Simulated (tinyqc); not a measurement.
Ways to reach the isolated limit: finite-size error of a charged defect in a periodic cell: Madelung and Makov-Payne terms. Computed by tinyqc, a small Python program. Command: `OMP_NUM_THREADS=1 python tinyqc.py 3002025 3002026 out.jsonl imagecharge walk`. One thread of a shared host (Intel(R) Xeon(R) Processor @ 2.30GHz), about 0.05 s of CPU time with the checks.

L is the cube root of the cell volume. The defect charge is a Gaussian, rho(r) = q (2 pi sigma^2)^(-3/2) exp(-r^2/2 sigma^2), repeated periodically in a uniform neutralising background and screened by a continuum. The model cell energy is E(L) = E_0 + [periodic - isolated electrostatic energy].

Inputs (values chosen for the exercise, with screening close to that of ZnO):
```
quantity                                     value      unit
charge q                                         1         e
cell length L                                 19.3  angstrom
dielectric constant eps                       8.22         -
width sigma of the defect charge               1.3  angstrom
formation energy of the isolated defect E_0  1.244        eV
```

Supercell lattice: fcc. Screening: isotropic.

scatter added to the six cells, standing for numerical noise (meV): -1.8  1.7  0.23  0.59  -0.49  0.36

Constants: e^2/(4 pi eps_0) = 14.39964548 eV angstrom.

Method:
- Cell vectors: (0,1,1), (1,0,1), (1,1,0), scaled to volume L^3.
- Ewald sum for a unit point charge: scale each Cartesian component of the cell by 1/sqrt(eps_i), giving R', G' and V'; E = [ (1/2) sum erfc(eta R')/R' + (2 pi/V') sum exp(-G'^2/4 eta^2)/G'^2 - eta/sqrt(pi) - pi/(2 V' eta^2) ] e^2/(4 pi eps_0) / sqrt(eps_x eps_y eps_z), over n_i = -6..6, omitting n = (0,0,0), eta = 2/V'^(1/3). alpha = -2 E eps_g L/(e^2/(4 pi eps_0)), eps_g = (eps_x eps_y eps_z)^(1/3).
- Periodic energy of the Gaussian: (2 pi q^2/V) sum_(G != 0) exp(-sigma^2 G^2)/(G.eps.G) x e^2/(4 pi eps_0), n_i = -k..k with k = max(9, L/sigma rounded up). Isolated energy: q^2/(2 sqrt(pi) sigma) <1/(n.eps.n)> e^2/(4 pi eps_0), the mean over directions n, here 1/eps.
- Cells of the same shape with L scaled by 0.7, 0.85, 1, 1.25, 1.5 and 2; the scatter is added to E(L).
- The point-charge correction scales as 1/L from its value at the input L.
- Least-squares fits of E(L) to a + b/L, a + c/L^3 or a + b/L + c/L^3; the estimate is a, and errors are against E_0.

Scaling data:
```
L (angstrom)  1/L (1/angstrom)  E(L) (eV)  E(L) + point-charge correction (eV)
13.510               0.0740192    1.06249                              1.24974
16.405               0.0609570    1.09570                              1.24991
19.300               0.0518135    1.11574                              1.24682
24.125               0.0414508    1.14105                              1.24591
28.950               0.0345423    1.15689                              1.24428
38.600               0.0259067    1.17914                              1.24468
```

point-charge correction -q^2 E = 0.131079 eV

nearest image = 21.6635 angstrom

Estimates of E_0:
```
way                              estimate (eV)  error (meV)
largest cell, uncorrected               1.1791      -64.856
largest cell, point-charge term         1.2447        0.683
1/L fit, three smallest                 1.2412       -2.763
1/L fit, all six                        1.2407       -3.338
1/L^3 fit, all six                      1.1674      -76.649
1/L and 1/L^3, three smallest           1.1991      -44.914
1/L and 1/L^3, all six                  1.2405       -3.476
corrected data, 1/L^3 fit               1.2446        0.623
```

coefficient b of the full fit = -2.3956 eV angstrom

What follows from these numbers?

Best here: corrected data, 1/L^3 fit (+0.6 meV); worst: 1/L^3 fit, all six (-77 meV). The fitted b is 94.7 % of the Madelung value -q^2 alpha e^2/(8 pi eps_0 eps_g). The three-term fit to three small cells has no spare point and magnifies the scatter.

Extremes, crossings and ranges named in words are read from the listed rows.
